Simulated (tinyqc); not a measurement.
Layer against dose: implant damage, amorphisation by cascade overlap, and solid-phase epitaxial regrowth. Computed by tinyqc, a small Python program. Command: `OMP_NUM_THREADS=1 python tinyqc.py 3110139 3110140 out.jsonl sper walk`. One thread of a shared host (Intel(R) Xeon(R) Processor @ 2.30GHz), about 0.01 s of CPU time with the checks.

Range and width of the damage are inputs. Dynamic annealing enters only through the surviving share f.

Inputs (values chosen for the exercise, modelled on arsenic ions in germanium):

| quantity | value | unit |
|---|---|---|
| atomic density N | 44.2 | 1/nm^3 |
| ion Z1 | 33 | - |
| ion mass M1 | 74.9 | u |
| target Z2 | 32 | - |
| target mass M2 | 72.63 | u |
| ion energy E | 58 | keV |
| displacement energy E_d | 13 | eV |
| depth of the damage peak R_d | 29 | nm |
| width of the damage profile s_d | 19 | nm |
| share of defects that survive f | 0.8 | - |
| critical displaced share x_c | 0.087 | - |
| dose Q | 4.8e+14 | 1/cm^2 |

Constants: a_0 = 0.529177210903 angstrom; e^2/(4 pi eps_0) = 14.39964548 eV angstrom.

Method. Robinson partition: eps = E a M2/(Z1 Z2 (e^2/(4 pi eps_0)) (M1 + M2)), a = 0.8853 a_0/sqrt(Z1^(2/3) + Z2^(2/3)); k = 0.0793 Z1^(2/3) Z2^(1/2) (M1 + M2)^(3/2)/((Z1^(2/3) + Z2^(2/3))^(3/4) M1^(3/2) M2^(1/2)); damage energy T_d = E/(1 + k (eps + 0.40244 eps^(3/4) + 3.4008 eps^(1/6))); displacements nu = 0.8 T_d/(2 E_d). Displaced share x(z) = f nu Q exp(-(z - R_d)^2/(2 s_d^2))/(sqrt(2 pi) s_d N); the layer is amorphous where x > x_c, between R_d -/+ s_d sqrt(2 ln(x_max/x_c)), the upper edge being cut at the surface. Threshold dose Q_c = Q x_c/x_max.

threshold dose Q_c = 1.86415e+13 1/cm^2

displacements per ion nu = 1228.05

Dose series; the last column is f nu Q erfc((z2 - R_d)/(sqrt2 s_d))/2:

| Q (1/cm^2) | x_max | upper edge (nm) | lower edge (nm) | displaced atoms beyond z2 (1/cm^2) |
|---|---|---|---|---|
| 2.05e+13 | 0.0957 | 20.717 | 37.283 | 6.6750e+15 |
| 2.80e+13 | 0.1307 | 11.862 | 46.138 | 5.0484e+15 |
| 4.66e+13 | 0.2175 | 3.280 | 54.720 | 4.0252e+15 |
| 7.46e+13 | 0.3482 | 0.000 | 60.642 | 3.5119e+15 |
| 1.30e+14 | 0.6067 | 0.000 | 66.446 | 3.1124e+15 |
| 2.24e+14 | 1.0454 | 0.000 | 71.368 | 2.8337e+15 |
| 4.66e+14 | 2.1748 | 0.000 | 77.208 | 2.5576e+15 |
| 9.32e+14 | 4.3497 | 0.000 | 82.145 | 2.3605e+15 |

What does the comparison show, and why?

A dose 45 times larger moves the lower edge from 37.3 to 82.1 nm, as the root of a logarithm, and the damage beyond it falls by a factor 2.8, since the edge lies on an ever steeper tail. The layer reaches the surface at Q_c exp(R_d^2/(2 s_d^2)) = 5.98e13 per cm^2.
